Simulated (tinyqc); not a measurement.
One band or two: type-II superlattice in the two-band Kane model.

Motion along the axis, period d = a + b, c = hbar^2/2m0. Conduction and light-hole bands couple: (E - Ec)(E - Ev) = Ep c k^2 in each layer, with mass m(E) = (E - Ev)/Ep, which may be negative. The conduction envelope psi and psi'/m(E) are continuous; a layer carries them by [[cos kt, (m/k) sin kt], [-(k/m) sin kt, cos kt]] (cosh and sinh for k^2 < 0), and cos(q d) = tr(M_B M_A)/2. C1 is the first miniband above EvB, with its bottom at tr/2 = +1 and its top at -1; the gap is the bottom of C1 less the top heavy-hole level HH1.

Heavy holes are uncoupled: with e = EvB - E, p = sqrt(mhB e/c), w = sqrt(mhA (EvB - EvA - e)/c), the top level HH1 at q = 0 solves (p/mhB) tan(p b/2) = (w/mhA) tanh(w a/2).

Constants: hbar^2/2m0 = 3.80998211 eV angstrom^2.

Values chosen for the exercise (near those of an InAs/GaSb superlattice; the results hold for these values, not for the real material): a = 22 angstrom (layer A); b = 34 angstrom (layer B); EcA = 0 eV (conduction edge of A); EvA = -0.425 eV (valence edge of A); EcB = 0.968 eV (conduction edge of B); EvB = 0.161 eV (valence edge of B); EpA = 14.5 eV (coupling energy in A); EpB = 17.9 eV (coupling energy in B); mhA = 0.35 m0 (heavy hole in A); mhB = 0.28 m0 (heavy hole in B).

Bottom of C1. One band: (k/mA) tan(k a/2) = (kappa/mB) tanh(kappa b/2) with the edge masses (Ec - Ev)/Ep and barrier EcB - EcA. Second row: mA replaced by m(E). The last column is measured against two bands.

Cases:

| model |
|---|
| one band, edge masses |
| m(E) in A only |
| two bands |

Rank the cases by C1 (eV), lowest first.

Answer: m(E) in A only, one band, edge masses, two bands.

Results:

| model | C1 (eV) | gap (meV) | error (meV) |
|---|---|---|---|
| one band, edge masses | 0.4488 | 354.0 | -5.7 |
| m(E) in A only | 0.4077 | 312.9 | -46.8 |
| two bands | 0.4545 | 359.6 | 0.0 |

mA = 0.0293 m0
mB = 0.0451 m0

With edge masses C1 errs by -6 meV, 2 % of the gap. The heavier m(E) in A changes it by -41 meV; the treatment of B changes it by +47 meV, since C1 lies 293 meV above the valence edge of B, where its mass is 0.0164 instead of 0.0451.

Run: tinyqc, `OMP_NUM_THREADS=1 python tinyqc.py 1282493 1282494 out.jsonl`; Intel(R) Xeon(R) Processor @ 2.30GHz, one thread, shared host; about 0.05 s of CPU time with all checks.
